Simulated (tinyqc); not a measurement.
## Mobility and threshold from two currents

Problem. In the linear region I = mu Cox (W/L) [(Vgs - VT) Vds - m Vds^2/2], Cox = eps0 eox/tox. Find mu and VT.

Inputs (values chosen for the exercise):

| symbol | value | unit | meaning |
|---|---|---|---|
| eox | 8.65 |  | relative permittivity of the gate insulator |
| tox | 5.1 | nm | insulator thickness |
| W | 5 | um | gate width |
| L | 0.5 | um | gate length |

Constants: eps0 = 8.8541878128e-14 F/cm where lengths are in cm. Results are converted to the units shown.

I at Vgs = 2.51 and 3.01 V, Vds = 0.05 V (uA): 39.224583  91.785472
m = 1.0565876

Answer. The slope dI/dVgs is mu Cox (W/L) Vds; the line meets zero current at VT + m Vds/2.

mu = 140 cm^2/(V s)
VT = 2.11 V

Numbers from tinyqc (`OMP_NUM_THREADS=1 python tinyqc.py 2360016 2360017 out.jsonl`; about 0.03 s on one thread of a shared Intel Xeon 2.30GHz).
